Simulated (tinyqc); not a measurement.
Inside a calculation. Model: short-channel transistor, virtual-source model with series resistance.

Numbers from tinyqc (`OMP_NUM_THREADS=1 python tinyqc.py 2380019 2380020 out.jsonl`; about 0.01 s on one thread of a shared Intel Xeon 2.30GHz). Printed values are rounded.

The current per gate width is the charge at the top of the source barrier (the virtual source) times its velocity times a saturation function; al and be are fitting constants of the model. Units: I in uA/um, Rs in ohm um, so I Rs = 1e-6 I Rs in volts; Q in uC/cm^2, so I = 1e-4 Q vx0 Fsat with vx0 in cm/s.

Inputs (values chosen for the exercise):
```
symbol   value        unit                                                         meaning
T          250           K                                                     temperature
Cinv      1.07     uF/cm^2                                           inversion capacitance
vx0     2.19e7        cm/s                                  velocity at the virtual source
mu         120  cm^2/(V s)                                               apparent mobility
L           45          nm                                                  channel length
VT0      0.469           V                                 threshold at zero drain voltage
dl       0.185         V/V                                  drain-induced barrier lowering
n0        1.51                                                         subthreshold factor
nd           0         1/V                                  growth of n with drain voltage
al         3.5              threshold shift (in units of Vt) from weak to strong inversion
be         1.6                                                     sharpness of saturation
Rs          70      ohm um                               series resistance of each contact
Vgs        1.2           V                                                    gate voltage
Vds        1.2           V                                                   drain voltage
```

Constants: q = 1.602176634e-19 C, kB = 1.380649e-23 J/K, Vt = kB T/q. Results are converted to the units shown.

## Iteration 1: current through the series resistance

I at the start = 0 uA/um

Intrinsic voltages Vg' = Vgs - I Rs, Vd' = Vds - 2 I Rs. n = n0 + nd Vd', VT = VT0 - dl Vd', Ff = 1/(1 + exp((Vg' - VT + al Vt/2)/(al Vt))), Q = Cinv n Vt ln(1 + exp((Vg' - VT + al Vt Ff)/(n Vt))), Vdsat = (vx0 L/mu)(1 - Ff) + Vt Ff, Fsat = u/(1 + u^be)^(1/be) with u = Vd'/Vdsat, and I(out) = Q vx0 Fsat per width. (Fsat takes the sign of u.) I(new) = I(out).

Vg' = 1.2 V
Vd' = 1.2 V
VT = 0.247 V
Ff = 1.967041e-6
Q = 1.019710 uC/cm^2
Vdsat = 0.8212484 V
Fsat = 0.7619100
I(out) = 1701.471 uA/um
I after iteration 1 = 1701.471 uA/um

## Iteration 2: current through the series resistance

As before.

Vg' = 1.080897 V
Vd' = 0.9617941 V
VT = 0.2910681 V
Ff = 1.712501e-5
Q = 0.8451184 uC/cm^2
Vdsat = 0.8212363 V
Fsat = 0.6982339
I(out) = 1292.298 uA/um
I after iteration 2 = 1292.298 uA/um

## Iteration 3: current through the series resistance

As before.

Vg' = 1.109539 V
Vd' = 1.019078 V
VT = 0.2804705 V
Ff = 1.017708e-5
Q = 0.8871043 uC/cm^2
Vdsat = 0.8212419 V
Fsat = 0.7156458
I(out) = 1390.327 uA/um
I after iteration 3 = 1390.327 uA/um

## Course of the iteration: current through the series resistance

Stop when I changes by less than 1e-7 uA/um, or after 80 iterations.

Course of the iteration:
```
iteration  I (uA/um)  |change| (uA/um)
1           1701.471              1700
2           1292.298               409
3           1390.327              98.0
4           1366.810              23.5
5           1372.450              5.64
6           1371.097              1.35
7           1371.422             0.324
8           1371.344            0.0778
9           1371.362            0.0187
10          1371.358           4.48e-3
11          1371.359           1.07e-3
12          1371.359           2.57e-4
13          1371.359           6.18e-5
14          1371.359           1.48e-5
15          1371.359           3.55e-6
16          1371.359           8.52e-7
17          1371.359           2.04e-7
18          1371.359           4.90e-8
```

Converged in 18 iterations. At the end each change is about 0.24 times the one before, with alternating sign: linear convergence.

## What the series resistance costs

converged I = 1371.359 uA/um
I0 = 1701.471 uA/um

Intrinsic voltages Vg' = Vgs - I Rs, Vd' = Vds - 2 I Rs. n = n0 + nd Vd', VT = VT0 - dl Vd', Ff = 1/(1 + exp((Vg' - VT + al Vt/2)/(al Vt))), Q = Cinv n Vt ln(1 + exp((Vg' - VT + al Vt Ff)/(n Vt))), Vdsat = (vx0 L/mu)(1 - Ff) + Vt Ff, Fsat = u/(1 + u^be)^(1/be) with u = Vd'/Vdsat, and I = Q vx0 Fsat per width. I0 is the current for Rs = 0. Effective velocity I/Q; transit time L Q/I.

loss against I0 = 19.40156 %
effective velocity = 1.560150e7 cm/s
transit time = 0.2884338 ps

The carriers leave the virtual source at 71.2 % of vx0.
